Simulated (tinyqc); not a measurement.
Inside a calculation. Method: RKS/BP86 in the sto-3g basis, for H4, spin multiplicity 1. One step of it, computed by the program tinyqc.

Problem. Iteration 2: diagonalisation and new density. Diagonalise F' = X^T F X, C = X C', fill 2 alpha and 2 beta electrons from the bottom; D = 2 C_occ C_occ^T. Each column has its largest component positive (the first on a tie).

Kohn-Sham matrix F (hartree), order 1H 1s, 2H 1s, 3H 1s, 4H 1s:
```
[[-0.070462, -0.248593, -0.015570, -0.001462],
 [-0.248593, -0.304240, -0.093110, -0.015600],
 [-0.015570, -0.093110, -0.304198, -0.248979],
 [-0.001462, -0.015600, -0.248979, -0.071118]]
```

X, order 1H 1s, 2H 1s, 3H 1s, 4H 1s:
```
[[0.642132, 0.686227, 0.461919, 0.374097],
 [-0.751229, -0.594291, 0.395321, 0.432568],
 [0.754725, -0.590577, -0.393828, 0.433782],
 [-0.646124, 0.683111, -0.460585, 0.375544]]
```

Give: F' = X^T F X; orbital energies; coefficients C; D after iteration 2.

Solution.

F' = X^T F X (hartree):
```
[[0.1555, 0.0001, 0.1277, -0.0004],
 [0.0001, 0.0823, 0.0007, 0.1274],
 [0.1277, 0.0007, -0.2650, 0.0001],
 [-0.0004, 0.1274, 0.0001, -0.3411]]
```

orbital energies (hartree): [-0.3765, -0.3007, 0.1177, 0.1912]

coefficients C, order 1H 1s, 2H 1s, 3H 1s, 4H 1s:
```
[[0.1774, 0.2704, 0.7602, -0.7444],
 [0.5756, 0.5837, -0.4545, 0.6183],
 [0.5763, -0.5821, -0.4553, -0.6192],
 [0.1784, -0.2708, 0.7598, 0.7449]]
```

D after iteration 2, order 1H 1s, 2H 1s, 3H 1s, 4H 1s:
```
[[0.2092, 0.5199, -0.1103, -0.0831],
 [0.5199, 1.3441, -0.0162, -0.1108],
 [-0.1103, -0.0162, 1.3419, 0.5208],
 [-0.0831, -0.1108, 0.5208, 0.2103]]
```
